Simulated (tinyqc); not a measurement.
From results back to parameters: spherical quantum dot. Three cases, with inputs chosen for the exercise.

Problem. The 1s level was computed from a hidden barrier height.

A sphere of radius R, isotropic masses, c = hbar^2/2m0, k = sqrt(mw E/c), kappa = sqrt(mb (V0 - E)/c). State n l is the spherical Bessel function j_l(k r) inside and k_l(kappa r) outside; psi and psi'/m are continuous: (k/mw) j_l'(kR)/j_l(kR) = (kappa/mb) k_l'(kappa R)/k_l(kappa R). For l = 0 this reads kR cot(kR) = 1 - (mw/mb)(1 + kappa R).

Constants: hbar^2/2m0 = 3.80998211 eV angstrom^2.

Find: k R; kappa R; V0.

Method. kappa R = (mb/mw)(1 - kR cot kR) - 1, and V0 = E + c kappa^2/mb.

Case 1.

Values chosen (out of a larger set: near those of an InGaAs dot in InAlAs; not measured data): R = 108 angstrom (radius); mw = 0.0414 m0 (mass inside); mb = 0.0751 m0 (mass outside).

E(1s) = 0.0563028 eV

Solution.

k R = 2.6713
kappa R = 10.347
V0 = 0.522 eV

Case 2.

Values chosen (out of a larger set: near those of an InGaAs dot in InAlAs; not measured data): R = 101 angstrom (radius); mw = 0.0419 m0 (mass inside); mb = 0.0745 m0 (mass outside).

E(1s) = 0.0626466 eV

Solution.

k R = 2.6510
kappa R = 9.603
V0 = 0.525 eV

Case 3.

Values chosen (out of a larger set: near those of a non-polar GaN dot in AlGaN; not measured data): R = 49 angstrom (radius); mw = 0.207 m0 (mass inside); mb = 0.229 m0 (mass outside).

E(1s) = 0.0563078 eV

Solution.

k R = 2.7102
kappa R = 6.620
V0 = 0.360 eV

Computed by tinyqc, one run a case: `OMP_NUM_THREADS=1 python tinyqc.py N N+1 out.jsonl` with N = 1252060, 1252172, 1252260; one thread of a shared Intel(R) Xeon(R) Processor @ 2.30GHz, about 0.06 s a run at most.
